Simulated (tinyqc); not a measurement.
# Inputs raised by 10 %, one at a time

Model: gas flow in a process chamber: flow regimes, conductance, effective pumping speed, pump-down, outgassing and purge. Computed by tinyqc, a small Python program. Command: `OMP_NUM_THREADS=1 python tinyqc.py 3121144 3121145 out.jsonl pump sens`. One thread of a shared host (Intel(R) Xeon(R) Processor @ 2.30GHz), about 0.01 s of CPU time with the checks.

Ideal gas, isothermal flow, a pump of constant speed at the end of a round pipe; process gas, volume gas and outgassing are given the same properties. 1 sccm = 101325 Pa x 1e-6 m^3/60 s x T/273.15 K.

Inputs (values chosen for the exercise, modelled on nitrogen near room temperature): molar mass M = 28.01 g/mol; molecular diameter = 0.37 nm; viscosity eta = 17.8 micropascal s; temperature T = 293 K; chamber volume V = 46 L; pipe diameter d = 25 cm; pipe length l = 72 cm; pump speed S = 3400 L/s; process gas flow = 140 sccm.

Constants: k_B = 1.380649e-23 J/K; u = 1.6605390666e-27 kg.

Method:
- Mean speed c = sqrt(8 k_B T/(pi m)); aperture conductance C_a = c pi d^2/16; molecular pipe C_m = C_a/(1 + 3 l/(4 d)) (Dushman form); viscous pipe C_v = pi d^4 p_mean/(128 eta l); Knudsen interpolation C = C_v + C_m (1 + x)/(1 + 1.24 x), x = d p_mean sqrt(m/(k_B T))/eta.
- Effective speed 1/S_eff = 1/S + 1/C_m; time constant V/S_eff; pressure at which the free path k_B T/(sqrt2 pi d_m^2 p) equals d.
- Steady flow: the pump inlet is at p_2 = Q/S, and the chamber pressure p_1 solves Q = C((p_1 + p_2)/2) (p_1 - p_2). Residence time = p_1 V/Q.
- Knudsen number = free path at the mean pressure over d.

Runs:
```
input moved               from      to  chamber pressure p_1 (Pa)  S_eff in molecular flow (L/s)  residence time (s)  conductance C (L/s)
base run                     -       -                    0.17771                         1188.7            0.032233               2459.4
molar mass M (g/mol)     28.01  30.811                    0.18039                         1152.1            0.032720               2397.0
chamber volume V (L)        46    50.6                    0.17771                         1188.7            0.035456               2459.4
pipe diameter d (cm)        25    27.5                    0.15369                         1392.3            0.027878               3206.0
pipe length l (cm)          72    79.2                    0.18485                         1138.1            0.033529               2300.0
pump speed S (L/s)        3400    3740                    0.17272                         1227.7            0.031329               2417.2
process gas flow (sccm)    140     154                    0.19198                         1188.7            0.031656               2537.8
```

Exponents ln(y'/y) / ln(x'/x):
```
input             chamber pressure p_1  S_eff in molecular flow  residence time  conductance C
molar mass M                     0.158                   -0.328           0.158         -0.270
chamber volume V                 0.000                    0.000           1.000          0.000
pipe diameter d                 -1.523                    1.659          -1.523          2.781
pipe length l                    0.414                   -0.456           0.414         -0.703
pump speed S                    -0.298                    0.339          -0.298         -0.182
process gas flow                 0.810                    0.000          -0.190          0.329
```

Which inputs matter most for each result?

Among the inputs moved here: chamber pressure p_1 answers most in size to pipe diameter d (exponent -1.523), next to process gas flow (+0.810); its exponent is below 0.0005 for chamber volume V. S_eff in molecular flow answers most in size to pipe diameter d (exponent +1.659), next to pipe length l (-0.456); its exponent is below 0.0005 for chamber volume V, process gas flow. Residence time answers most in size to pipe diameter d (exponent -1.523), next to chamber volume V (+1.000). Conductance C answers most in size to pipe diameter d (exponent +2.781), next to pipe length l (-0.703); its exponent is below 0.0005 for chamber volume V.
